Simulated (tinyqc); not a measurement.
# Changing the misfit |f|

Model: strain-driven roughening and islands of a mismatched epitaxial film. Computed by tinyqc, a small Python program. Command: `OMP_NUM_THREADS=1 python tinyqc.py 3022475 3022476 out.jsonl island sweep`. One thread of a shared host (Intel(R) Xeon(R) Processor @ 2.30GHz), about 0.02 s of CPU time with the checks.

Film and substrate share isotropic elastic constants; the film is coherent and biaxially strained.

Inputs (values chosen for the exercise, modelled on GaN on AlN):
```
quantity                                      value       unit
shear modulus G                                 117        GPa
Poisson ratio nu                               0.21          -
surface energy gamma                            1.8      J/m^2
contact angle of the shallow shape theta_1     10.2    degrees
contact angle of the steep shape theta_2         34    degrees
facet energy of shape 1 over gamma           0.9978          -
facet energy of shape 2 over gamma            1.036          -
wetting energy gamma_s - gamma                 0.37      J/m^2
decay length of wetting delta                  0.21         nm
surface mobility D_s nu_s Omega^2/(k_B T)   7.3e-35  m^6/(J s)
island volume V                                 920       nm^3
```

Transport: surface diffusion.

Constants: e = 1.602176634e-19 C.

Method:
- M = 2 G (1 + nu)/(1 - nu); stress = M f; energy density w = M f^2.
- A ripple A cos(k x) has the surface chemical potential per volume [gamma k^2 - 2 (1 + nu) w k] A cos(k x), so k_c = 2 (1 + nu) w/gamma. With surface diffusion the amplitude grows at the rate q = B k^2 [2 (1 + nu) w k - gamma k^2], fastest at k_m = (3/4) k_c. B is the surface mobility.
- The surface energy depends on thickness as gamma + (gamma_s - gamma) exp(-h/delta). Its curvature adds W2 = (gamma_s - gamma) exp(-h/delta)/delta^2 to the restoring terms; the flat film is stable while W2 > (1 + nu)^2 w^2/gamma, which gives h_c = delta ln[(gamma_s - gamma) gamma/(delta^2 (1 + nu)^2 w^2)], or 0 if negative.
- Shallow faceted island (Tersoff form): E = 4 Gam V^(2/3) tan^(1/3)(theta) - 6 c V tan(theta), Gam = gamma [x/sin(theta) - 1/tan(theta)], x the facet energy over gamma, c = stress^2 (1 - nu)/(2 pi G).
- The barrier is the maximum of E, at V_c = [4 Gam/(9 c)]^3 / tan^2(theta) (1 GPa nm = 1 J/m^2).
- The two energies cross at V_x^(1/3) = 4 [Gam_2 t2^(1/3) - Gam_1 t1^(1/3)]/(6 c (t2 - t1)), t = tan(theta); mu = dE/dV.

One run for each value; columns: (1) misfit |f|; (2) fastest wavelength (nm); (3) wetting-layer thickness h_c (nm); (4) barrier, shape 1 (eV); (5) growth time 1/q at k_m (s); (6) crossing volume V_x (nm^3):
```
(1)      (2)    (3)        (4)        (5)        (6)
0.008  271.7  2.076  3.095e+02  7.978e+04  4.606e+05
0.011  143.7  1.808  8.659e+01  6.244e+03  6.816e+04
0.014   88.7  1.605  3.300e+01  9.070e+02  1.604e+04
0.019   48.2  1.349  9.728e+00  7.881e+01  2.567e+03
0.024   30.2  1.153  3.821e+00  1.216e+01  6.319e+02
0.032   17.0  0.911  1.209e+00  1.217e+00  1.125e+02
0.043    9.4  0.663  3.708e-01  1.145e-01  1.910e+01
0.057    5.4  0.426  1.201e-01  1.201e-02  3.521e+00
0.075    3.1  0.196  4.007e-02  1.337e-03  6.785e-01
```

Over the rows, fastest wavelength (nm) falls from 272 to 3.09 (exponent d ln y / d ln x about -2.0 throughout); wetting-layer thickness h_c (nm) falls from 2.08 to 0.196 (exponent d ln y / d ln x -0.43 between the first rows and -2.8 between the last); barrier, shape 1 (eV) falls from 310 to 0.0401 (exponent d ln y / d ln x about -4.0 throughout). The exponent of fastest wavelength stays at -2: gamma over the strain energy density. The exponent of barrier, shape 1 stays at -4: Gam^3/c^2. The exponent of growth time 1/q at k_m stays at -8: the rate goes as gamma k_c^4. The exponent of crossing volume V_x stays at -6: (Gam/c)^3.

Caution (all rows): the shallow-slope form overstates the relaxation of facets steeper than about 25 degrees. Caution (rows 0.0320): a critical island of a few cubic nanometres holds a few hundred atoms at most, and edge energies, left out here, matter. Caution (rows 0.0430, 0.0570, 0.0750): a wavelength of a few nanometres is at the limit of continuum theory, where steps and facets rule. Caution (rows 0.0430, 0.0570, 0.0750): a critical volume below 1 nm^3 holds fewer than a hundred atoms, so a continuum barrier there has no physical meaning. Caution (rows 0.0570, 0.0750): a crossing volume under 5 nm^3 is too small for these continuum energies.

Extremes, crossings and ranges named in words are read from the listed rows.
